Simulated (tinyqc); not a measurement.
Inside a calculation. Method: Pariser-Parr-Pople SCF with singles CI, for the molecule C=CC1=CC(=O)C=CC1=O (SMILES; centres numbered as the heavy atoms are written). Computed by tinyqc, a small Python program that keeps every step. Settings: charge = 0, gamma = MN, start = huckel, damping = 0.5, iteration cap = 85, excitations kept = 4. Command: `OMP_NUM_THREADS=1 python tinyqc.py 31948 31949 out.jsonl` (the two numbers bound the seeds that draw the settings). One thread of a shared host (Intel(R) Xeon(R) Processor @ 2.60GHz), about 0.01 s of CPU time with the checks. Later iterations appear only in the table of the cycle.

## PPP integrals

Centres (angstrom, eV; a flat drawing with bonds scaled to 1.40 angstrom):
```
centre          x          y  core charge z          W   gamma_rr
1C      -2.968000  -0.786000              1  11.160000  11.130000
2C      -1.693000  -1.363000              1  11.160000  11.130000
3C      -0.555000  -0.547000              1  11.160000  11.130000
4C       0.720000  -1.125000              1  11.160000  11.130000
5C       1.858000  -0.309000              1  11.160000  11.130000
6O       3.133000  -0.886000              1  17.700000  15.200000
7C       1.720000   1.084000              1  11.160000  11.130000
8C       0.445000   1.662000              1  11.160000  11.130000
9C      -0.693000   0.846000              1  11.160000  11.130000
10O     -1.968000   1.423000              1  17.700000  15.200000
```

Resonance integrals (eV):
```
i   j       beta
1   2  -2.530000
2   3  -2.530000
3   4  -2.530000
4   5  -2.530000
5   6  -2.660000
5   7  -2.530000
7   8  -2.530000
8   9  -2.530000
9  10  -2.660000
9   3  -2.530000
```

Mataga-Nishimoto: gamma = 14.399645/(R + a), a = 2 x 14.399645/(gamma_rr + gamma_ss); H_rr = -W_r - sum_(s != r) z_s gamma_rs; H_rs = beta for bonds.

repulsion gamma_rs (eV):
```
            1C         2C         3C         4C         5C         6O         7C         8C
1C   11.130000   5.346564   3.872355   2.881476   2.343965   2.001173   2.270890   2.621015
2C    5.346564  11.130000   5.344901   3.872457   2.881145   2.422837   2.621293   2.881055
3C    3.872355   5.344901  11.130000   5.345745   3.872457   3.001596   3.518101   3.872357
4C    2.881476   3.872457   5.345745  11.130000   5.344901   4.092448   3.872357   3.516995
5C    2.343965   2.881145   3.872457   5.344901  11.130000   5.775415   5.345898   3.871986
6O    2.001173   2.422837   3.001596   4.092448   5.775415  15.200000   4.092981   3.001479
7C    2.270890   2.621293   3.518101   3.872357   5.345898   4.092981  11.130000   5.345745
8C    2.621015   2.881055   3.872357   3.516995   3.871986   3.001479   5.345745  11.130000
9C    3.517600   3.872357   5.345898   3.871986   3.517205   2.720221   3.872457   5.344901
10O   4.092450   3.698550   4.092981   3.001479   2.720221   2.199560   3.001596   4.092448

            9C        10O
1C    3.517600   4.092450
2C    3.872357   3.698550
3C    5.345898   4.092981
4C    3.871986   3.001479
5C    3.517205   2.720221
6O    2.720221   2.199560
7C    3.872457   3.001596
8C    5.344901   4.092448
9C   11.130000   5.775415
10O   5.775415  15.200000
```

core matrix H (eV):
```
             1C          2C          3C          4C          5C          6O          7C          8C
1C   -40.107488   -2.530000    0.000000    0.000000    0.000000    0.000000    0.000000    0.000000
2C    -2.530000  -44.101159   -2.530000    0.000000    0.000000    0.000000    0.000000    0.000000
3C     0.000000   -2.530000  -49.426391   -2.530000    0.000000    0.000000    0.000000    0.000000
4C     0.000000    0.000000   -2.530000  -46.959844   -2.530000    0.000000    0.000000    0.000000
5C     0.000000    0.000000    0.000000   -2.530000  -46.833193   -2.660000   -2.530000    0.000000
6O     0.000000    0.000000    0.000000    0.000000   -2.660000  -47.007710    0.000000    0.000000
7C     0.000000    0.000000    0.000000    0.000000   -2.530000    0.000000  -45.101318   -2.530000
8C     0.000000    0.000000    0.000000    0.000000    0.000000    0.000000   -2.530000  -45.707980
9C     0.000000    0.000000   -2.530000    0.000000    0.000000    0.000000    0.000000   -2.530000
10O    0.000000    0.000000    0.000000    0.000000    0.000000    0.000000    0.000000    0.000000

             9C         10O
1C     0.000000    0.000000
2C     0.000000    0.000000
3C    -2.530000    0.000000
4C     0.000000    0.000000
5C     0.000000    0.000000
6O     0.000000    0.000000
7C     0.000000    0.000000
8C    -2.530000    0.000000
9C   -48.998041   -2.660000
10O   -2.660000  -50.374700
```

## Starting guess

pi electrons, sum of z_r less the charge = 10

Orbitals of the Hueckel matrix of the beta values.

P at the start:
```
            1C         2C         3C         4C         5C         6O         7C         8C
1C    1.000000   0.894788   0.000000  -0.365590   0.000000   0.223105   0.078925   0.000000
2C    0.894788   1.000000   0.430749   0.000000  -0.052097   0.000000   0.000000  -0.019525
3C    0.000000   0.430749   1.000000   0.744242   0.000000  -0.277879  -0.150546   0.000000
4C   -0.365590   0.000000   0.744242   1.000000   0.461387   0.000000   0.000000  -0.175275
5C    0.000000  -0.052097   0.000000   0.461387   1.000000   0.762973   0.436658   0.000000
6O    0.223105   0.000000  -0.277879   0.000000   0.762973   1.000000   0.000000  -0.303879
7C    0.078925   0.000000  -0.150546   0.000000   0.436658   0.000000   1.000000   0.823675
8C    0.000000  -0.019525   0.000000  -0.175275   0.000000  -0.303879   0.823675   1.000000
9C   -0.098449   0.000000   0.400847   0.000000  -0.107751   0.000000   0.000000   0.445101
10O   0.000000  -0.103508   0.000000  -0.262389   0.000000   0.445575  -0.319369   0.000000

            9C        10O
1C   -0.098449   0.000000
2C    0.000000  -0.103508
3C    0.400847   0.000000
4C    0.000000  -0.262389
5C   -0.107751   0.000000
6O    0.000000   0.445575
7C    0.000000  -0.319369
8C    0.445101   0.000000
9C    1.000000   0.787340
10O   0.787340   1.000000
```

## Iteration 1: Fock matrix

F_rr = H_rr + P_rr gamma_rr / 2 + sum_(s != r) P_ss gamma_rs; F_rs = H_rs - P_rs gamma_rs / 2; E = tr P (H + F) / 2 + core repulsion sum_(r<s) z_r z_s gamma_rs.

F (eV):
```
            1C         2C         3C         4C         5C          6O         7C         8C
1C   -5.595000  -4.922022   0.000000   0.526720   0.000000   -0.223236  -0.089615   0.000000
2C   -4.922022  -5.595000  -3.681155   0.000000   0.075049    0.000000   0.000000   0.028126
3C    0.000000  -3.681155  -5.595000  -4.519265   0.000000    0.417040   0.264818   0.000000
4C    0.526720   0.000000  -4.519265  -5.595000  -3.763033    0.000000   0.000000   0.308221
5C    0.000000   0.075049   0.000000  -3.763033  -5.595000   -4.863243  -3.697163   0.000000
6O   -0.223236   0.000000   0.417040   0.000000  -4.863243  -10.100000   0.000000   0.456043
7C   -0.089615   0.000000   0.264818   0.000000  -3.697163    0.000000  -5.595000  -4.731578
8C    0.000000   0.028126   0.000000   0.308221   0.000000    0.456043  -4.731578  -5.595000
9C    0.173153   0.000000  -3.601443   0.000000   0.189491    0.000000   0.000000  -3.719509
10O   0.000000   0.191415   0.000000   0.393777   0.000000   -0.490034   0.479308   0.000000

            9C         10O
1C    0.173153    0.000000
2C    0.000000    0.191415
3C   -3.601443    0.000000
4C    0.000000    0.393777
5C    0.189491    0.000000
6O    0.000000   -0.490034
7C    0.000000    0.479308
8C   -3.719509    0.000000
9C   -5.595000   -4.933609
10O  -4.933609  -10.100000
```

pi energy = -139.106132 eV

## Iteration 1: orbitals and new P

Diagonalise F (the basis is taken as orthonormal) and form P = 2 sum c c over the lowest orbitals; 0.5 of the old P is kept.

orbital energies (eV): [-15.120727, -14.036794, -12.232801, -10.860251, -9.584108, -5.211959, -1.542622, -0.127906, 0.786271, 2.970898]

P after iteration 1:
```
            1C         2C         3C         4C         5C         6O         7C         8C
1C    0.979485   0.899934   0.024274  -0.359237  -0.047121   0.204180   0.062087   0.024168
2C    0.899934   0.997951   0.418186  -0.010686  -0.057104   0.019285  -0.011889  -0.011293
3C    0.024274   0.418186   0.972076   0.763091   0.059297  -0.267311  -0.136609  -0.027568
4C   -0.359237  -0.010686   0.763091   0.983610   0.437418  -0.001641  -0.023685  -0.163312
5C   -0.047121  -0.057104   0.059297   0.437418   0.876247   0.758426   0.406502   0.060342
6O    0.204180   0.019285  -0.267311  -0.001641   0.758426   1.196400   0.011579  -0.285648
7C    0.062087  -0.011889  -0.136609  -0.023685   0.406502   0.011579   0.968308   0.840491
8C    0.024168  -0.011293  -0.027568  -0.163312   0.060342  -0.285648   0.840491   0.972866
9C   -0.075789   0.019772   0.373481   0.053837  -0.065189  -0.064535   0.066434   0.414469
10O  -0.021541  -0.097426   0.013230  -0.248260  -0.063148   0.370210  -0.302228   0.009745

            9C        10O
1C   -0.075789  -0.021541
2C    0.019772  -0.097426
3C    0.373481   0.013230
4C    0.053837  -0.248260
5C   -0.065189  -0.063148
6O   -0.064535   0.370210
7C    0.066434  -0.302228
8C    0.414469   0.009745
9C    0.867087   0.784632
10O   0.784632   1.185969
```

## Iteration 2: Fock matrix

As before.

F (eV):
```
            1C         2C         3C         4C         5C         6O         7C         8C
1C   -5.622073  -4.935777  -0.047000   0.517567   0.055225  -0.204299  -0.070496  -0.031673
2C   -4.935777  -5.797629  -3.647580   0.020691   0.082262  -0.023363   0.015582   0.016268
3C   -0.047000  -3.647580  -5.984058  -4.569645  -0.114812   0.401179   0.240303   0.053377
4C    0.517567   0.020691  -4.569645  -5.934828  -3.698977   0.003358   0.045858   0.287183
5C    0.055225   0.082262  -0.114812  -3.698977  -5.635207  -4.850112  -3.616558  -0.116823
6O   -0.204299  -0.023363   0.401179   0.003358  -4.850112  -9.682651  -0.023697   0.428683
7C   -0.070496   0.015582   0.240303   0.045858  -3.616558  -0.023697  -5.944285  -4.776526
8C   -0.031673   0.016268   0.053377   0.287183  -0.116823   0.428683  -4.776526  -5.979881
9C    0.133297  -0.038282  -3.528295  -0.104227   0.114641   0.087775  -0.128632  -3.637648
10O   0.044078   0.180167  -0.027076   0.372574   0.085889  -0.407149   0.453584  -0.019939

            9C        10O
1C    0.133297   0.044078
2C   -0.038282   0.180167
3C   -3.528295  -0.027076
4C   -0.104227   0.372574
5C    0.114641   0.085889
6O    0.087775  -0.407149
7C   -0.128632   0.453584
8C   -3.637648  -0.019939
9C   -5.722216  -4.925788
10O  -4.925788  -9.820095
```

pi energy = -140.007438 eV

## Iteration 2: orbitals and new P

As before.

orbital energies (eV): [-15.231649, -13.887930, -12.388529, -10.928087, -9.769921, -4.961276, -1.771220, -0.323918, 0.535103, 2.604505]

P after iteration 2:
```
            1C         2C         3C         4C         5C         6O         7C         8C
1C    0.958048   0.903048   0.040923  -0.354143  -0.068873   0.193158   0.051296   0.035108
2C    0.903048   1.002178   0.409747  -0.024047  -0.060312   0.032790  -0.017353  -0.005862
3C    0.040923   0.409747   0.961043   0.775018   0.087011  -0.262013  -0.127654  -0.040559
4C   -0.354143  -0.024047   0.775018   0.979472   0.423245  -0.005840  -0.034324  -0.155818
5C   -0.068873  -0.060312   0.087011   0.423245   0.818756   0.762075   0.387907   0.087139
6O    0.193158   0.032790  -0.262013  -0.005840   0.762075   1.286387   0.017524  -0.275603
7C    0.051296  -0.017353  -0.127654  -0.034324   0.387907   0.017524   0.952029   0.851358
8C    0.035108  -0.005862  -0.040559  -0.155818   0.087139  -0.275603   0.851358   0.962616
9C   -0.062773   0.029033   0.358048   0.079460  -0.045851  -0.094716   0.098125   0.396746
10O  -0.033584  -0.094040   0.017196  -0.240715  -0.090413   0.330034  -0.292866   0.011006

            9C        10O
1C   -0.062773  -0.033584
2C    0.029033  -0.094040
3C    0.358048   0.017196
4C    0.079460  -0.240715
5C   -0.045851  -0.090413
6O   -0.094716   0.330034
7C    0.098125  -0.292866
8C    0.396746   0.011006
9C    0.804955   0.787499
10O   0.787499   1.274516
```

## Iteration 3: Fock matrix

As before.

F (eV):
```
            1C         2C         3C         4C         5C         6O         7C         8C
1C   -5.648110  -4.944101  -0.079233   0.510227   0.080718  -0.193272  -0.058244  -0.046009
2C   -4.944101  -5.896637  -3.625029   0.046561   0.086883  -0.039722   0.022744   0.008444
3C   -0.079233  -3.625029  -6.147218  -4.601525  -0.168473   0.393229   0.224550   0.078530
4C    0.510227   0.046561  -4.601525  -6.075147  -3.661103   0.011951   0.066458   0.274006
5C    0.080718   0.086883  -0.168473  -3.661103  -5.642726  -4.860649  -3.566855  -0.168701
6O   -0.193272  -0.039722   0.393229   0.011951  -4.860649  -9.485141  -0.035863   0.413608
7C   -0.058244   0.022744   0.224550   0.066458  -3.566855  -0.035863  -6.095965  -4.805571
8C   -0.046009   0.008444   0.078530   0.274006  -0.168701   0.413608  -4.805571  -6.147462
9C    0.110405  -0.056213  -3.487043  -0.153834   0.080634   0.128825  -0.189992  -3.590284
10O   0.068720   0.173905  -0.035192   0.361251   0.122971  -0.362965   0.439533  -0.022520

            9C        10O
1C    0.110405   0.068720
2C   -0.056213   0.173905
3C   -3.487043  -0.035192
4C   -0.153834   0.361251
5C    0.080634   0.122971
6O    0.128825  -0.362965
7C   -0.189992   0.439533
8C   -3.590284  -0.022520
9C   -5.765878  -4.934067
10O  -4.934067  -9.684919
```

pi energy = -140.450225 eV

## Iteration 3: orbitals and new P

As before.

orbital energies (eV): [-15.292916, -13.818191, -12.473839, -10.940587, -9.838702, -4.825743, -1.878607, -0.398995, 0.427230, 2.451148]

P after iteration 3:
```
            1C         2C         3C         4C         5C         6O         7C         8C
1C    0.942025   0.904995   0.051988  -0.350330  -0.078913   0.186222   0.044355   0.039989
2C    0.904995   1.006429   0.403976  -0.035066  -0.062100   0.041597  -0.020029  -0.002463
3C    0.051988   0.403976   0.956905   0.782749   0.100238  -0.259082  -0.121746  -0.046681
4C   -0.350330  -0.035066   0.782749   0.979489   0.414305  -0.010193  -0.039039  -0.150859
5C   -0.078913  -0.062100   0.100238   0.414305   0.791973   0.767560   0.375941   0.098679
6O    0.186222   0.041597  -0.259082  -0.010193   0.767560   1.327421   0.020530  -0.269728
7C    0.044355  -0.020029  -0.121746  -0.039039   0.375941   0.020530   0.943628   0.858553
8C    0.039989  -0.002463  -0.046681  -0.150859   0.098679  -0.269728   0.858553   0.959285
9C   -0.054985   0.033614   0.348846   0.091800  -0.036738  -0.108554   0.113458   0.385874
10O  -0.040419  -0.091889   0.017478  -0.236488  -0.101521   0.307302  -0.287339   0.009324

            9C        10O
1C   -0.054985  -0.040419
2C    0.033614  -0.091889
3C    0.348846   0.017478
4C    0.091800  -0.236488
5C   -0.036738  -0.101521
6O   -0.108554   0.307302
7C    0.113458  -0.287339
8C    0.385874   0.009324
9C    0.775676   0.791505
10O   0.791505   1.317171
```

## Convergence

Stop when output and input P, before any damping, agree to 1e-7.

Course of the cycle:
```
iteration         E (eV)  largest |P(out) - P(in)|
1          -139.10613167                  3.93e-01
2          -140.00743831                  1.80e-01
3          -140.45022494                  8.53e-02
4          -140.67452403                  4.17e-02
5          -140.78930071                  2.07e-02
6          -140.84816288                  1.10e-02
7          -140.87833439                  7.36e-03
8          -140.89377992                  4.99e-03
9          -140.90167599                  3.43e-03
10         -140.90570752                  2.38e-03
11         -140.90776362                  1.66e-03
...                  ...                       ...
29         -140.90989600                  2.84e-06
30         -140.90989601                  2.00e-06
31         -140.90989601                  1.40e-06
32         -140.90989601                  9.86e-07
33         -140.90989601                  6.93e-07
34         -140.90989601                  4.87e-07
35         -140.90989601                  3.43e-07
36         -140.90989601                  2.41e-07
37         -140.90989601                  1.70e-07
38         -140.90989601                  1.19e-07
39         -140.90989601                  8.39e-08
```

Converged in 39 iterations.

## Converged orbitals

Charges are z - P_rr.

orbital energies (eV): [-15.323225, -13.751785, -12.549711, -10.953354, -9.906849, -4.643138, -1.957313, -0.435015, 0.330715, 2.342059]

coefficients:
```
          MO1        MO2        MO3        MO4        MO5        MO6        MO7        MO8
1C   0.083118  -0.062406   0.369227   0.179799   0.527402  -0.244059   0.519426   0.206617
2C   0.188236  -0.106026   0.524038   0.172176   0.394421  -0.011550  -0.343229  -0.232194
3C   0.398172  -0.146529   0.444771  -0.024309  -0.314668   0.287589  -0.333884   0.054816
4C   0.321751   0.155823   0.287824  -0.110291  -0.519578  -0.285796   0.403438  -0.334754
5C   0.360672   0.493499  -0.048975  -0.083245  -0.018747  -0.329016   0.010868   0.394608
6O   0.259623   0.545738  -0.087650  -0.400468   0.384303   0.442506  -0.001549  -0.221384
7C   0.290223   0.203820  -0.271492   0.517123   0.021378  -0.296113  -0.420944   0.087824
8C   0.312509  -0.063474  -0.313580   0.529167   0.023061   0.278426   0.326308  -0.442499
9C   0.445257  -0.379320  -0.166017  -0.061733  -0.016371   0.341889   0.193247   0.541947
10O  0.343454  -0.456384  -0.314179  -0.454668   0.219101  -0.435614  -0.130436  -0.293903

           MO9       MO10
1C   -0.385826   0.146517
2C    0.493008  -0.280334
3C   -0.332364   0.463578
4C   -0.043909  -0.385743
5C    0.462224   0.372772
6O   -0.232169  -0.142452
7C   -0.408391  -0.305406
8C    0.201365   0.314764
9C    0.128657  -0.402157
10O  -0.065193   0.151371
```

pi charges: 1C 0.084774, 2C -0.013005, 3C 0.045121, 4C 0.014455, 5C 0.233390, 6O -0.361960, 7C 0.065294, 8C 0.038855, 9C 0.252444, 10O -0.359368

## Singles CI, singlets

Over the 4 single excitations with the smallest orbital gaps: A = (e_a - e_i) delta + 2 (ia|jb) - (ij|ab), with (pq|rs) = sum c_mp c_mq gamma_mn c_nr c_ns. f = 2/3 w |mu|^2 in atomic units, mu = sqrt2 sum c_ia sum_m c_mi c_ma R_m.

singlet CI matrix (eV), order 5>6, 4>6, 3>6, 5>7:
$$\begin{pmatrix}
2.955453 & -0.857759 & -0.006992 & -0.491398 \\
-0.857759 & 3.839430 & 0.449998 & 0.155495 \\
-0.006992 & 0.449998 & 4.592522 & 0.090513 \\
-0.491398 & 0.155495 & 0.090513 & 5.148079
\end{pmatrix}$$

singlet excitation energies (eV): [2.365523, 4.009494, 4.760160, 5.400307]

oscillator strengths: [0.113320, 0.763065, 0.126579, 1.810549]

## Singles CI, triplets

Over the 4 single excitations with the smallest orbital gaps: A = (e_a - e_i) delta - (ij|ab), with (pq|rs) = sum c_mp c_mq gamma_mn c_nr c_ns.

triplet CI matrix (eV), order 5>6, 4>6, 3>6, 5>7:
$$\begin{pmatrix}
0.969108 & 0.457104 & 0.554944 & 0.684467 \\
0.457104 & 1.430451 & -0.047232 & 0.256526 \\
0.554944 & -0.047232 & 3.662098 & 0.145755 \\
0.684467 & 0.256526 & 0.145755 & 3.205034
\end{pmatrix}$$

triplet excitation energies (eV): [0.525158, 1.530721, 3.288285, 3.922527]
